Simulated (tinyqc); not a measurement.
Inside a calculation. Model: two-sublattice mean-field magnet: ferrimagnet, compensation points and susceptibility. Computed by tinyqc, a small Python program that keeps every step. Command: `OMP_NUM_THREADS=1 python tinyqc.py 3023062 3023063 out.jsonl ferri walk`. One thread of a shared host (Intel(R) Xeon(R) Processor @ 2.30GHz), about 0.01 s of CPU time with the checks. Intermediate numbers are printed to about 6 digits and carried at full precision; extremes and crossings named in words are read from the listed rows.

A random alloy A(1-x)B(x) with H = -sum over pairs J S_i.S_j. a = <S_A> and b = <S_B> are taken along z, a > 0. Exchange fields: h_A = (1 - x) zJ_AA a + x zJ_AB b, h_B = (1 - x) zJ_AB a + x zJ_BB b; a = S_A B_(S_A)(S_A h_A/(k_B T)) and likewise for b, with the Brillouin function B_S(y) = [(2S + 1)/(2S)] coth[(2S + 1) y/(2S)] - [1/(2S)] coth[y/(2S)].

Inputs (values chosen for the exercise, for a model ferrimagnet):
```
quantity                 value  unit
spin S_A                   1.5     -
spin S_B                   3.5     -
g factor g_A               2.1     -
g factor g_B                 2     -
fraction x of B sites     0.26     -
z J_AA                    60.1   meV
z J_BB                     4.3   meV
z J_AB                     -23   meV
T over T_c                 0.7     -
largest number of steps   3000     -
```

Constants: k_B = 8.617333262e-05 eV/K.

## Ordering temperature

Linearised, T (a, b) = M (a, b) with M_ij = S_i (S_i + 1) c_j zJ_ij/(3 k_B), c_A = 1 - x, c_B = x. T_c is the larger eigenvalue, and its eigenvector gives b/a at onset, (T_c - M_AA)/M_AB.

M (K):
```
          A       B
A    645.12  -86.74
B  -1036.92   68.11
```

eigenvalues (K): -59.533  772.770

T_c = 772.770 K

b/a at onset = -1.47153

T = 540.939 K

The antiferromagnetic A-B coupling raises T_c by 128 K over that of A alone.

## First step

Start from a = S_A, b = -S_B and apply the equations once.

h_A = 87.641 meV

h_B = -29.443 meV

new a = 1.32213

new b = -2.41595

## Self-consistent moments

Repeat from a = S_A, b = -S_B until a and b change by less than 1e-10.

Iteration:
```
step        a         b  largest change
1     1.50000  -3.50000     1.08405e+00
2     1.32213  -2.41595     2.03063e-01
3     1.24522  -2.21289     8.44147e-02
4     1.21329  -2.12847     3.68860e-02
5     1.19880  -2.09158     1.70197e-02
6     1.19202  -2.07456     8.01405e-03
...       ...       ...             ...
26    1.18588  -2.05924     3.29194e-09
27    1.18588  -2.05924     1.57943e-09
28    1.18588  -2.05924     7.57791e-10
29    1.18588  -2.05924     3.63579e-10
30    1.18588  -2.05924     1.74442e-10
31    1.18588  -2.05924     8.36931e-11
```

a = 1.18588

b = -2.05924

last change = 8.36931e-11

a is at 79 % and b at 59 % of saturation: the B spins feel the weaker field per spin and lose their order faster.

## Net moment and spin

Net moment m = (1 - x) g_A a + x g_B b in mu_B per site; net spin s = (1 - x) a + x b. At T = 0, a = S_A and b = -S_B. Effective g = m/s.

net moment m = 0.772052 mu_B

net spin s = 0.342149

m at T = 0 = 0.511 mu_B

effective g = 2.25648

A dominates at T, as at T = 0.

## Compensation temperatures

Net moment m = (1 - x) g_A a + x g_B b in mu_B per site; net spin s = (1 - x) a + x b. T_M: m = 0; T_A: s = 0; searched between 0.02 and 0.97 T_c, and given as 0 if there is no change of sign.

magnetic compensation T_M = 0 K

angular-momentum compensation T_A = 0 K

No compensation in this range.

## Moments against temperature

The formulas are those given above.

Sublattices:
```
T/T_c    T (K)    a/S_A    -b/S_B  m (mu_B)
0.05    38.638  1.00000  0.999959  0.511075
0.15   115.915  0.99989  0.984071  0.539743
0.30   231.831  0.99048  0.911814  0.649300
0.45   347.746  0.95119  0.811018  0.741182
0.60   463.662  0.87234  0.686200  0.784545
0.72   556.394  0.77055  0.567078  0.764073
0.84   649.127  0.61308  0.421983  0.661080
0.92   710.948  0.44782  0.294935  0.507092
0.97   749.587  0.27967  0.179250  0.325683
```

At 0.45 T_c A keeps 0.95 and B 0.81 of saturation. |m| first rises, to 0.785 at 0.6 T_c, because the minority sublattice falls faster (type P).

## Susceptibility above T_c

With a field B, T (a, b) = M (a, b) + (mu_B B/(3 k_B)) (g_A S_A (S_A + 1), g_B S_B (S_B + 1)). chi = m/B per site; C = mu_B [(1 - x) g_A^2 S_A (S_A + 1) + x g_B^2 S_B (S_B + 1)]/(3 k_B); the table gives C/chi, which tends to T - theta.

Inverse susceptibility:
```
T (K)    C/chi (K)  T - C/chi (K)
788.23      140.74        647.482
850.05      453.73        396.321
965.96      731.52        234.446
1159.15    1014.78        144.375
1545.54    1458.54         87.005
2318.31    2264.11         54.203
3863.85    3827.25         36.597
7727.70    7701.26         26.438
```

T - C/chi sinks from 647 K just above T_c to 26 K at 10 T_c, on its way to the asymptotic theta. The curve of 1/chi is a hyperbola that bends down to zero at T_c = 773 K, so a Curie-Weiss line fitted at high T misses T_c.

Checks made by the program: the fixed point (relative difference below 1e-10).
